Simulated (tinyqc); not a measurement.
Effective-mass impurity with a central-cell term, in a basis of Slater functions: one step, computed by the program tinyqc.

The envelope obeys H = -nabla^2 - (2/r) [Z + A exp(-kappa r)] in effective units, with kappa = a*/lambda; positive A deepens the well near the core.

Problem. Generalised eigenproblem. (T + V + W) c = E S c with c^T S c = 1 and the largest component positive.

Impurity: acceptor, one isotropic band.

kinetic T (Ry*):
```
,1,2,3
1,0.1936,0.3739353,0.3812558
2,0.3739353,1.628176,3.144796
3,0.3812558,3.144796,13.69296
```

Coulomb V (Ry*):
```
,1,2,3
1,-0.88,-1.142906,-0.9695214
2,-1.142906,-2.552,-3.314427
3,-0.9695214,-3.314427,-7.4008
```

central cell W (Ry*):
```
,1,2,3
1,-0.006183586,-0.02905593,-0.1250436
2,-0.02905593,-0.1366953,-0.5901551
3,-0.1250436,-0.5901551,-2.569551
```

overlap S:
```
,1,2,3
1,1.000000,0.666029,0.234161
2,0.666029,1.000000,0.666029
3,0.234161,0.666029,1.000000
```

Give: two lowest levels; coefficients of the lowest state; <T>; <W>.

Solution.

two lowest levels (Ry*): [-1.081, -0.176]

coefficients of the lowest state: [0.2005, 0.8386, 0.0262]

<T> = 1.430 Ry*

<W> = -0.1352 Ry*
